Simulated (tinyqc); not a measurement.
Current of a Schottky diode by thermionic-emission-diffusion theory, and its read-back from I-V-T and C-V data: one step, computed by the program tinyqc.

Full ionisation, no tunnelling, no recombination current. V is the voltage across the junction itself, forward positive.

Question. Current. N_c(T) = N_c (T/300 K)^(3/2); V_bi = phi_0 - (k_B T/e) ln(N_c(T)/N); surface field F = sqrt(2 e N (V_bi - V - k_B T/e)/(eps eps_0)); image lowering d_phi = sqrt(e F/(4 pi eps eps_0)); effective barrier phi = phi_0 - d_phi. Collection velocity v_R = A* T^2/(e N_c(T)); diffusion velocity v_D = mu F; J = e N_c(T) v_R/(1 + v_R/v_D) exp(-phi/k_B T) [exp(e V/k_B T) - 1]. Terminal voltage V + J R_s.

Inputs (values chosen for the exercise, modelled on n-type GaAs):

| quantity | value | unit |
|---|---|---|
| Richardson constant A* | 7.78 | A/(cm^2 K^2) |
| effective density of states at 300 K, N_c | 4.9e+17 | 1/cm^3 |
| permittivity eps | 12.9 | - |
| mobility mu | 5900 | cm^2/(V s) |
| barrier without image force phi_0 | 0.797 | eV |
| doping N | 8.1e+15 | 1/cm^3 |
| series resistance R_s | 2.5 | milliohm cm^2 |
| junction voltage V | 0.36 | V |
| temperature T | 300 | K |

Barrier: uniform.

Constants: k_B = 8.617333262e-05 eV/K; e = 1.602176634e-19 C; eps_0 = 8.8541878128e-12 F/m.

Give: v_R; v_D; current density J; terminal voltage.

Answer.

v_R = 8.919e+06 cm/s

v_D = 1.553e+08 cm/s

current density J = 0.05857 A/cm^2

terminal voltage = 0.3601 V

v_D/v_R = 17.4: emission over the barrier limits the current.
